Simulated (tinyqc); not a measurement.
Surface Green function of a dimerised chain, Sancho-Rubio decimation: end state of the dimerised chain.

A semi-infinite lead of cells 0, 1, 2, ... with H0 inside a cell and H1 = <cell i|H|cell i + 1>. Cell A, B with A at the surface; -t1 joins A and B, -t2 joins B to the next A. z = E + i eta.

Start with e_s = e = H0, a = H1, b = H1^dagger. Each round: g = (z - e)^(-1); e_s <- e_s + a g b; e <- e + a g b + b g a; a <- a g a; b <- b g b (all with the old a, b). Round k joins cells 2^k apart. Stop when the largest entry of the matrices a and b is below 1e-12 eV; g_s = (z - e_s)^(-1), bulk (z - e)^(-1), density of states -Im Tr/pi. At E = dl and eta = 0.0001 eV the weight of a bound state on the first A site is -eta Im g_s(A, A).

Inputs (values chosen for the exercise):
- t2 = 1 eV (hopping between cells)
- dl = 0 eV (site energy, +dl on A and -dl on B)

Result of one run:
```
half gap sqrt(dl^2 + (t1 - t2)^2) (eV)  weight from g_s  1 - (t1/t2)^2, or 0
0.3000                                         1.449e-8                    0
```

Which hopping inside the cell t1 gave this result: 0.3, 0.7, 1.1 or 1.3 eV?

t1 = 1.3 eV.

The whole series:
```
t1 (eV)  half gap sqrt(dl^2 + (t1 - t2)^2) (eV)  weight from g_s  1 - (t1/t2)^2, or 0
0.1                                      0.9000           0.9900               0.9900
0.3                                      0.7000           0.9100               0.9100
0.5                                      0.5000           0.7500               0.7500
0.7                                      0.3000           0.5100               0.5100
0.9                                      0.1000           0.1900               0.1900
1.1                                      0.1000         4.762e-8                    0
1.3                                      0.3000         1.449e-8                    0
1.5                                      0.5000         8.000e-9                    0
```

For t1 < t2 = 1 eV the weak bond comes first and a state is bound to the end at E = dl; its weight on the first site falls from 0.990 to 0.190 over these rows and follows 1 - (t1/t2)^2. For t1 > t2 there is none, and the column holds only a remainder of order eta^2 (8.0e-9 in the last row).

Program tinyqc, `OMP_NUM_THREADS=1 python tinyqc.py 2680130 2680131 out.jsonl`; Intel Xeon 2.30GHz, shared host, one thread, about 0.01 s.
